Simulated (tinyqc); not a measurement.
Inside a calculation. Model: oxide trap near a transistor channel: two-state multiphonon kinetics, telegraph noise and bias instability. Computed by tinyqc, a small Python program that keeps every step. Command: `OMP_NUM_THREADS=1 python tinyqc.py 3019759 3019760 out.jsonl oxidetrap walk`. One thread of a shared host (Intel(R) Xeon(R) Processor @ 2.30GHz), about 0.01 s of CPU time with the checks. Intermediate numbers are printed to about 5 digits and carried at full precision; extremes and crossings named in words are read from the listed rows.

An n-channel device under positive gate bias. The trap is empty (state 1) or holds an electron (state 2); both states are parabolas of equal curvature, and the electron reservoir is taken at the Fermi level of the channel.

Inputs (values chosen for the exercise, with an insulator like Si3N4 on silicon):
```
quantity                                  value         unit
insulator constant eps_ox                  7.18            -
insulator thickness t_ox                    3.8           nm
trap depth x from the interface             0.7           nm
tunnel barrier phi_b                        2.2           eV
tunnelling mass m_ox                        0.4          m_0
trap level above E_F at zero field E_t     0.28           eV
relaxation energy E_R                       1.2           eV
oxide field F                               1.4        MV/cm
attempt rate k_0 at the interface         3e+12          1/s
temperature T                               450            K
channel width W                              61           nm
channel length L                             86           nm
frequency f                                6000           Hz
stress time t_s                             0.3            s
trap density N_t                        2.5e+17  cm^-3 eV^-1
mean capture barrier mu_c                   1.3           eV
spread of the barriers s_c                 0.14           eV
saturation shift dV_max                     380           mV
```

Parts treated: one trap and an ensemble.

Constants: hbar^2/(2 m_0) = 3.80998212 eV angstrom^2; k_B = 8.617333262e-05 eV/K; e = 1.602176634e-19 C; eps_0 = 8.8541878128e-12 F/m.

## Tunnelling factor

kappa = sqrt(2 m_ox phi_b)/hbar = sqrt(m_ox phi_b/(hbar^2/2m_0)); attenuation length lambda = 1/(2 kappa); factor exp(-x/lambda) for a rectangular barrier.

kappa = 4.8060 1/nm

attenuation length lambda = 0.10404 nm

tunnelling factor = 0.0011965

## Barriers and time constants

E_21 = E_t - e F x is the energy of state 2 over state 1; barriers E_c = (E_R + E_21)^2/(4 E_R), E_e = E_c - E_21; tau_c = exp(E_c/k_B T)/(k_0 P), tau_e = exp(E_e/k_B T)/(k_0 P), P the tunnelling factor; occupation f_2 = tau_e/(tau_c + tau_e); 1/tau_0 = 1/tau_c + 1/tau_e.

E_21 = 0.182 eV

capture barrier E_c = 0.39790 eV

emission barrier E_e = 0.21590 eV

capture time tau_c = 7.9662e-06 s

emission time tau_e = 7.2936e-08 s

occupation f_2 = 0.0090726

tau_0 = 7.2274e-08 s

The trap is almost always empty at this bias.

## Step height and noise

Charge-sheet step dV = e (t_ox - x)/(eps_ox eps_0 W L); Lorentzian spectrum S(f) = 4 dV^2 tau_0^2/((tau_c + tau_e)(1 + (2 pi f tau_0)^2)); corner 1/(2 pi tau_0); variance dV^2 f_2 (1 - f_2) = dV^2 tau_0/(tau_c + tau_e).

threshold step dV = 1.4893 mV

corner frequency = 2.2021e+06 Hz

S(f) = 5.7644e-15 V^2/Hz

root-mean-square noise = 0.14121 mV

f lies below the corner, on the flat part. Random dopants and current percolation, left out here, spread real steps around this value.

## Stress and recovery of one trap

From the zero-field occupation f(0), f(t) = f_2 + (f(0) - f_2) exp(-t/tau_0) under the field; after t_s the field is removed and f relaxes with the zero-field constants.

occupation at zero field = 7.3084e-04

tau_0 at zero field = 2.6272e-08 s

occupation after stress = 0.0090726

half-time of recovery = 1.8210e-08 s

## Bias dependence of the times

The formulas are those given above.

Against field:
```
F (MV/cm)  E_21 (eV)   tau_c (s)   tau_e (s)       f_2
0.00          0.2800  3.5947e-05  2.6291e-08  0.000731
0.42          0.2506  2.2628e-05  3.5322e-08  0.001559
0.84          0.2212  1.4376e-05  4.7897e-08  0.003321
1.12          0.2016  1.0679e-05  5.8983e-08  0.005493
1.40          0.1820  7.9662e-06  7.2936e-08  0.009073
1.68          0.1624  5.9669e-06  9.0562e-08  0.014951
2.10          0.1330  3.8981e-06  1.2627e-07  0.031378
```

ln(tau_c/tau_e) falls by e x/k_B T = 1.805 per MV/cm, which measures the depth x if the change of surface potential with bias is left aside. Over these rows tau_c shortens by 0.96 decades and tau_e lengthens by 0.68; the shares differ because E_21 is not small against E_R.

## Many traps: 1/f noise

McWhorter number fluctuations for traps uniform in depth and energy: S_V = e^2 k_B T N_t lambda/(W L C_ox^2 f), C_ox = eps_ox eps_0/t_ox. The number of traps within k_B T in energy and one decade in time is N_t k_B T lambda ln(10) W L.

C_ox = 1.6730 microF/cm^2

1/f noise S_V(f) = 2.9389e-12 V^2/Hz

active traps per decade = 0.012183

With less than one active trap per decade a single device shows separate Lorentzians; 1/f is only the average over many devices. Caution: N_t k_B T lambda ln(10) W L, the number of active traps per decade, is below one, so S_V is only the mean over many devices.

## Many traps: shift under stress

For a normal spread of capture barriers (given for the stress field, with depth and field not resolved, k_0 being taken as the effective rate of the ensemble), traps with barrier below k_B T ln(k_0 t) are filled: dV(t) = (dV_max/2) erfc((mu_c - k_B T ln(k_0 t))/(sqrt(2) s_c)); local exponent n = d ln dV/d ln t (central difference, factor 1.01 in t).

filling front k_B T ln(k_0 t_s) = 1.0674 eV

shift after t_s = 18.356 mV

local time exponent n = 0.57532

## Power law or saturation

The extrapolation continues the power law fitted through 10 s and 1000 s.

Against stress time:
```
t (s)     shift (mV)  local exponent  power law (mV)  shift at T + 50 K (mV)
1.00e-03  2.2602e-01      9.7175e-01      1.0758e+01                    1.93
1.00e-01  9.3711e+00      6.4897e-01      3.1649e+01                   47.33
1.00e+01  9.3109e+01      3.5539e-01      9.3109e+01                  229.68
1.00e+03  2.7392e+02      1.2916e-01      2.7392e+02                  362.42
1.00e+05  3.6808e+02      2.0195e-02      8.0584e+02                  379.63
1.00e+07  3.7968e+02      8.0831e-04      2.3707e+03                  380.00
3.00e+08  3.7999e+02      2.6992e-05      5.2601e+03                  380.00
```

The exponent falls from 0.972 to 0.000 as the front climbs the distribution, so the power law overstates the shift at 3e8 s (about ten years) by a factor 13.8. Heating by 50 K raises the shift at 1000 s by a factor 1.32: time and temperature enter only through T ln(k_0 t).

Checks made by the program: detailed balance tau_c/tau_e = exp(E_21/k_B T) (relative difference below 1e-10); the integral of S(f) against the variance (relative difference below 1e-10).
